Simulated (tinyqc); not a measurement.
Worked calculation: strain-driven crossing of the Gamma and L valleys in a germanium-like crystal. Values are carried at full precision from step to step, so a last printed digit may differ when a step is redone from the rounded ones.

Biaxial loads: e0 is the in-plane strain e_par and the normal is free. (001): e_perp = -2 (C12/C11) e_par; exx = eyy = e_par, ezz = e_perp, no shear. (111): e_perp = -(2 C11 + 4 C12 - 4 C44)/(C11 + 2 C12 + 4 C44) e_par; exx = eyy = ezz = (2 e_par + e_perp)/3 and exy = eyz = ezx = (e_perp - e_par)/3. (110): e_perp = -(C11 + 3 C12 - 2 C44)/(C11 + C12 + 2 C44) e_par; exx = eyy = (e_par + e_perp)/2, ezz = e_par, exy = (e_perp - e_par)/2, eyz = ezx = 0. Uniaxial loads: a stress along n, scaled so that n.e.n = e0, with exx = s11 sxx + s12 (syy + szz), exy = s44 sxy/2, s11 = (C11 + C12)/((C11 - C12)(C11 + 2 C12)), s12 = -C12/((C11 - C12)(C11 + 2 C12)), s44 = 1/C44.

Constants: kB = 8.617333262e-05 eV/K; hc = 1239.841984 eV nm.

Values chosen for the exercise (near those of Ge, gaps at low temperature; the results hold for these values, not for the real material): C11 = 129 GPa; C12 = 49.1 GPa; C44 = 67.5 GPa; load = biaxial (110) (kind of strain); e0 = 0.014 (size of the strain); Eg = 0.906 eV (gap at Gamma to the s-like level); EgL = 0.75 eV (gap to L); Dso = 0.289 eV (spin-orbit splitting); ac = -8.1 eV (conduction deformation potential); av = 1.22 eV (valence hydrostatic potential); b = -2.58 eV (tetragonal shear potential); d = -5.35 eV (trigonal shear potential); aL = -1.41 eV (hydrostatic potential of the L edge, Xd + Xu/3); XuL = 16.3 eV (uniaxial potential, L); mG = 0.0388 m0 (mass at Gamma); mL = 0.557 m0 (density-of-states mass of the four L valleys together); T = 300 K (temperature).

## The strain tensor for a biaxial (110) load

Form the tensor and its trace.

strain tensor in the cubic axes, rows x, y, z and columns alike:
```
[[0.003841, -0.010159, 0.000000],
 [-0.010159, 0.003841, 0.000000],
 [0.000000, 0.000000, 0.014000]]
```

tr(e) = 0.021682

## Band edges

Edges from the unstrained valence top: Gamma at Eg + ac tr(e); an L valley with unit axis u at EgL + aL tr(e) + XuL (u.e.u - tr(e)/3), u along [111], [1-1-1], [-11-1], [-1-11]; valence edges are the levels of the 6 x 6 matrix of X, Y, Z times spin with -Dso/3 + l exx + m (eyy + ezz) on the diagonal (cyclic), n exy off it, l = av + 2 b, m = av - b, n = sqrt(3) d. Spin-orbit term (Dso/3) L.sigma on X, Y, Z with (L_k)_ij = -i epsilon_kij: <X+|H|Y+> = -i Dso/3, <X+|H|Z-> = Dso/3, <Y+|H|Z-> = -i Dso/3, <Z+|H|X-> = -Dso/3, <Z+|H|Y-> = i Dso/3, <X-|H|Y-> = i Dso/3, and their conjugates; + and - are the spin along z.

Give the edges and the direct and indirect gaps from the top valence edge.

Gamma edge = 0.7304 eV

L edges (eV): [111] 0.6090, [1-1-1] 0.8298, [-11-1] 0.8298, [-1-11] 0.6090

valence edges from the top (eV): [0.1063, -0.0336, -0.2824]

direct and indirect gap (eV): [0.6241, 0.5027]

The gap is indirect: Gamma lies 121 meV above the lowest L valley. The top two valence edges are 140 meV apart.

## Electrons in the Gamma valley

Non-degenerate, parabolic: share = mG^(3/2)/(mG^(3/2) + (mL^(3/2)/4) sum_i exp(-(E_Li - E_Gamma)/kT)). Also the offset at which four equal L valleys hold half of the electrons, kT ln((mL/mG)^(3/2)), and the wavelength hc/E of the direct gap.

(mL/mG)^(3/2) = 54.39
share in Gamma = 0.0336 %
offset for an even split = 103.3 meV
wavelength = 1987 nm

With the L valleys as they lie here, Gamma must be 85 meV below the lowest of them to hold half of the electrons at 300 K; it lies 121 meV above. A direct gap alone is not enough.

## Checks

- Gamma and lowest L edge at e0 = 0.06302, where the linear shifts make them meet (eV): both 0.1155.

Run: tinyqc, `OMP_NUM_THREADS=1 python tinyqc.py 1051065 1051066 out.jsonl`; Intel(R) Xeon(R) Processor @ 2.30GHz, one thread, shared host; about 0.01 s of CPU time with all checks.
